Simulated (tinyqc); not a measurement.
Finnis-Sinclair potential for a bcc metal: fit to cohesion and elasticity, then vacancy, surfaces and structure: one step, computed by the program tinyqc. Command: `OMP_NUM_THREADS=1 python tinyqc.py 3110388 3110389 out.jsonl fsfit walk`. One thread of a shared host (Intel(R) Xeon(R) Processor @ 2.30GHz), about 0.01 s of CPU time with the checks.

E = (1/2) sum V(r) - A sqrt(rho), rho = sum phi(r), phi = (r - d)^2 for r < d, V = (r - c)^2 (c0 + c1 r + c2 r^2) for r < c. In bcc the 8 first neighbours lie at sqrt(3) a/2 and the 6 second at a; both cut-offs lie below the third shell; Omega = a^3/2; E is per atom and z the number of atoms in a shell. The four constants A, c0, c1, c2 are fitted to E_c, zero pressure, B and C12 - C44 alone, so C44 and C11 - C12 are not matched singly; defects are unrelaxed.

Task: Unrelaxed vacancy. E_v = -A sum_shells z [sqrt(rho - phi(r)) - sqrt(rho)] - (1/2) sum z V(r): the neighbours lose one bond each, and the atom is put back in the bulk.

Inputs (values chosen for the exercise, modelled on molybdenum): lattice constant a = 3.147 angstrom; cohesive energy E_c = 6.8 eV; density cut-off d/a = 1.305; pair cut-off c/a = 1.027.

c0, c1, c2 (eV/angstrom^2, eV/angstrom^3, eV/angstrom^4): [25.91687, -17.70750, 3.19876]

A = 1.818960 eV/angstrom

rho = 20.79500 angstrom^2

Give: V at the two shells; phi at the two shells; vacancy energy E_v; E_v/E_c.

Result:

V at the two shells (eV): [0.364, 0.014]

phi at the two shells (angstrom^2): [1.91, 0.92]

vacancy energy E_v = 2.74 eV

E_v/E_c = 0.403

A pair potential would give E_v = E_c; the square root lowers the ratio to 0.40.
